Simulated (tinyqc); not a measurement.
Pelgrom slope, floor and doping from two device sizes.

Question. s^2 = A^2/(L W) + s0^2, with s0 independent of size and A = (q/Cox) sqrt(Na Wd/3) from random dopants alone, Cox = 3.9 eps0/ti. Find A, s0 and Na.

Parameters, values chosen for the exercise:
```
symbol  value  unit                                  meaning
ti        1.6    nm  oxide-equivalent thickness in inversion
```

Constants: q = 1.602176634e-19 C, eps0 = 8.8541878128e-14 F/cm where lengths are in cm. Results are converted to the units shown.

s for gate areas 0.0012 and 0.019 um^2 (mV): 23.8251563  6.49491172
Wd = 33.3076658 nm

Answer. s^2 is linear in 1/area: slope A^2, intercept s0^2.

A = 0.8204 mV um
s0 = 2.600 mV
Na = 1.100e18 cm^-3

Numbers from tinyqc (`OMP_NUM_THREADS=1 python tinyqc.py 2090068 2090069 out.jsonl`; about 0.01 s on one thread of a shared Intel Xeon 2.30GHz).
